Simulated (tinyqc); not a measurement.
Hubbard ring of 3 sites, step by step. Computed by tinyqc, a small Python program that keeps every step. Settings: hopping = 0.87, U = 9.3, mixing = 1, iteration cap = 80. Command: `OMP_NUM_THREADS=1 python tinyqc.py 21723 21724 out.jsonl` (the two numbers bound the seeds that draw the settings). One thread of a shared host (Intel(R) Xeon(R) Processor @ 2.60GHz), about 0.2 s of CPU time with the checks. Later iterations appear only in the table of the cycle.

## Mean-field iteration 1

one-body matrix (hopping and site energies) (eV):
```
          1         2         3
1   0.97000  -0.87000  -0.87000
2  -0.87000  -0.32000  -0.87000
3  -0.87000  -0.87000  -0.10000
```

U = 9.30000 eV

electrons, up and down: 2  1

mixing = 1

n(up) at the start (a guess, not normalised): 1 0.66700, 2 0.66700, 3 0.66700

n(down) at the start (a guess): 1 0.33300, 2 0.33300, 3 0.33300

H(up) = T + U n(down), H(down) = T + U n(up); fill the lowest levels; n(new) = n + mixing (n(out) - n); E = tr T (rho up + rho down) + U sum n_up n_down of the output.

levels, up (eV): 1.43624  3.75872  4.64574

levels, down (eV): 4.54244  6.86492  7.75194

energy = 4.59587 eV

n(up) after iteration 1: 1 0.18349, 2 0.93062, 3 0.88589

n(down) after iteration 1: 1 0.17915, 2 0.44924, 3 0.37160

## Mean-field iteration 2

As before.

levels, up (eV): 1.44512  3.86538  4.53950

levels, down (eV): 2.37322  7.66365  9.11313

energy = 9.05700 eV

n(up) after iteration 2: 1 0.97615, 2 0.28287, 3 0.74099

n(down) after iteration 2: 1 0.94272, 2 0.02780, 3 0.02947

## Convergence

Each step fills the lowest levels of T + U n(other spin) and sets n(new) = n + mixing (n(out) - n); stop when output and input agree to 1e-8.

Course of the cycle:
```
iteration      E (eV)  largest |n(out) - n(in)|  mean |n_up - n_down|
1           4.5958675                  4.84e-01               0.33333
2           9.0570021                  7.93e-01               0.33333
3           7.5333966                  9.63e-01               0.33536
4          10.1121092                  9.76e-01               0.33333
5           7.8540670                  9.77e-01               0.33333
6          10.1395593                  9.78e-01               0.33333
7           7.8555070                  9.78e-01               0.33333
8          10.1396406                  9.78e-01               0.33333
9           7.8555109                  9.78e-01               0.33333
10         10.1396408                  9.78e-01               0.33333
11          7.8555110                  9.78e-01               0.33333
...               ...                       ...                   ...
70         10.1396408                  9.78e-01               0.33333
71          7.8555110                  9.78e-01               0.33333
72         10.1396408                  9.78e-01               0.33333
73          7.8555110                  9.78e-01               0.33333
74         10.1396408                  9.78e-01               0.33333
75          7.8555110                  9.78e-01               0.33333
76         10.1396408                  9.78e-01               0.33333
77          7.8555110                  9.78e-01               0.33333
78         10.1396408                  9.78e-01               0.33333
79          7.8555110                  9.78e-01               0.33333
80         10.1396408                  9.78e-01               0.33333
```

Not converged within 80 iterations: the residual has stopped falling: the iteration swings between two states. The lowest mean-field energy found from random starts is 0.21056 eV. Reruns (cap 100 unless said): mixing 0.2: converged in 92 (E = 0.21056); mixing 0.5: converged in 32 (E = 0.21056); mixing 0.9: not converged; the original settings with a cap of 400: not converged.

## The many-body Hamiltonian

Basis: all placements (u, d, 2, 0 on each site), up operators ordered before down ones; hops carry the sign of the same-spin electrons passed.

H (eV):
```
          2u0       u20       uud       20u       udu       u02       duu       02u
2u0  10.92000  -0.87000  -0.87000  -0.87000   0.00000   0.00000   0.87000   0.00000
u20  -0.87000   9.63000  -0.87000   0.00000  -0.87000   0.00000   0.00000   0.87000
uud  -0.87000  -0.87000   0.55000   0.00000   0.00000  -0.87000   0.00000   0.00000
20u  -0.87000   0.00000   0.00000  11.14000  -0.87000  -0.87000  -0.87000   0.00000
udu   0.00000  -0.87000   0.00000  -0.87000   0.55000  -0.87000   0.00000  -0.87000
u02   0.00000   0.00000  -0.87000  -0.87000  -0.87000  10.07000   0.00000   0.00000
duu   0.87000   0.00000   0.00000  -0.87000   0.00000   0.00000   0.55000  -0.87000
02u   0.00000   0.87000   0.00000   0.00000  -0.87000   0.00000  -0.87000   8.56000
0u2   0.00000   0.00000   0.87000   0.00000   0.00000  -0.87000  -0.87000  -0.87000

          0u2
2u0   0.00000
u20   0.00000
uud   0.87000
20u   0.00000
udu   0.00000
u02  -0.87000
duu  -0.87000
02u  -0.87000
0u2   8.78000
```

## Exact diagonalisation (9 states)

Lowest levels of the sector, and the double occupancy of the lowest state.

lowest levels (eV): 0.05677  0.08157  0.55000  7.73666  8.67834  9.81794

double occupancy per site = 0.01791

## The lowest level by Lanczos steps

From a random start vector (not printed): a_j = <q_j|H|q_j>, b_j = norm of the remainder after orthogonalising; the Ritz value is the lowest eigenvalue of the tridiagonal matrix of a and b so far.

Lanczos:
```
j  a_j (eV)  b_j (eV)  lowest Ritz value (eV)
1   3.48442   4.57801               3.4844173
2   6.89609   2.11231               0.3047646
3  10.27311   1.91163               0.1567987
4   4.69914   4.38390               0.1438633
5   5.64058   1.25505               0.0882068
6   9.53888   1.23480               0.0792094
7   9.69201   1.77892               0.0790341
8   0.43622   0.64974               0.0765973
9  10.08956         0               0.0567655
```
